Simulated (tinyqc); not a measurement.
MOS capacitor on a p-type substrate, surface potential from the exact charge relation: two steps of the calculation.

Uniform p-type substrate, Boltzmann statistics, full ionisation, classical densities. psi is the surface potential against the body (positive when the bands bend down) and u = psi/Vt. Traps are spread evenly over the gap and neutral at flat band, so their charge is -q Dit psi; the minority quasi-Fermi level is shifted by Vb.

Inputs (values chosen for the exercise); band and dielectric values close to those of gallium arsenide:
- T = 400 K (temperature)
- Eg = 1.45 eV (band gap)
- eps_r = 12.7 (relative permittivity)
- Nc = 6.88e17 cm^-3 (conduction-band density of states at T)
- Nv = 1.37e19 cm^-3 (valence-band density of states at T)
- chi = 4.01 eV (electron affinity)
- N = 1.2e18 cm^-3 (acceptor density of the substrate)
- eox = 3.9 (relative permittivity of the gate insulator (close to silicon dioxide))
- tox = 8.1 nm (insulator thickness)
- phiM = 4.56 eV (gate work function)
- Nf = 8.2e10 cm^-2 (fixed charge at the interface, in units of q)
- Dit = 0 cm^-2 eV^-1 (density of interface traps)
- Vb = 0 V (reverse bias of the inversion layer against the body)
- Vg = 4.2 V (gate voltage against the body)

Constants: q = 1.602176634e-19 C, kB = 1.380649e-23 J/K, Vt = kB T/q, eps0 = 8.8541878128e-14 F/cm where lengths are in cm. Results are converted to the units shown.

Task 1. Flat band, threshold and scales. ni = sqrt(Nc Nv) exp(-Eg/(2 Vt)), Eg in volts; phiF = Vt ln(N/ni); Cox = eps0 eox/tox; Vfb = phiM - chi - (Eg - Vt ln(Nv/N)) - q Nf/Cox; Q0 = sqrt(2 eps0 eps_r q N Vt); r = (ni/N)^2 exp(-Vb/Vt); VT = Vfb + [(2 phiF + Vb)(1 + q Dit/Cox) + sqrt(2 eps0 eps_r q N (2 phiF + Vb))/Cox].

Find: ni; phiF; Cox; Vfb; Q0; r; VT.

Result 1.

ni = 2.252e9 cm^-3
phiF = 0.6926 V
Cox = 0.4263 uF/cm^2
Vfb = -0.8469 V
Q0 = 122.1 nC/cm^2
r = 3.522e-18
VT = 2.354 V

Task 2. Newton step for the surface potential. u = psi/Vt; F^2 = exp(-u) + u - 1 + r (exp(u) - u - 1); Qs = -sign(u) Q0 F; Cs = -dQs/dpsi = (Q0/Vt) |1 - exp(-u) + r (exp(u) - 1)|/(2 F). f = Vfb + psi + (q Dit psi - Qs)/Cox - Vg, f' = 1 + (Cs + q Dit)/Cox, psi(new) = psi - f/f'.

psi after iteration 2 = 4.9090047 V
Cox = 0.42631275 uF/cm^2
Vfb = -0.84688201 V
Q0 = 122.08252 nC/cm^2
r = 3.5216857e-18

Find: u; F; Qs; Cs; f; f'; psi after iteration 3.

Result 2.

u = 142.4
F = 1.580e22
Qs = -1.929e24 nC/cm^2
Cs = 2.799e22 uF/cm^2
f = 4.526e21 V
f' = 6.565e22
psi after iteration 3 = 4.840 V

This iterate lies far beyond the solution, so its charge is not a physical one.

Computed by the program tinyqc: `OMP_NUM_THREADS=1 python tinyqc.py 2060016 2060017 out.jsonl`, one thread of a shared Intel Xeon 2.30GHz, about 0.01 s for the whole run.
